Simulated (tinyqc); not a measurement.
Length of a polyene: Hueckel, PPP and singles CI along the polyenes. Computed by the program tinyqc. Hueckel uses the same beta without repulsion; CIS keeps all single excitations and so misses the low, doubly excited 2Ag state. W is the valence ionisation energy of a centre, MN the Mataga-Nishimoto formula, f the oscillator strength.

All-trans chains of carbon centres 1.40 angstrom apart:
```
parameter                               value
beta (eV), times 1 +/- alternation  -2.410000
alternation                          0.100000
W (eV)                              11.160000
gamma_rr (eV)                       10.390000
repulsion formula                        Ohno
```

Gaps and excitations (eV):
```
centres  Hueckel gap  PPP orbital gap  bright singlet (CIS)      f  lowest triplet (CIS)
2              5.302           12.612                 6.842  0.587                 3.762
4              3.560           10.149                 5.411  1.071                 2.776
6              2.763            8.920                 4.590  1.486                 2.309
8              2.313            8.202                 4.073  1.856                 2.061
10             2.027            7.741                 3.725  2.195                 1.916
12             1.830            7.427                 3.479  2.514                 1.825
14             1.687            7.203                 3.300  2.822                 1.765
```

What does the comparison show, and why?

The Hueckel gap tends to 4 x alternation x |beta| = 0.96 eV for long chains. Exchange opens the PPP orbital gap, and the attraction of electron and hole brings the bright state 3.90 eV below it at 14 centres; the triplet lies 1.54 eV lower still.
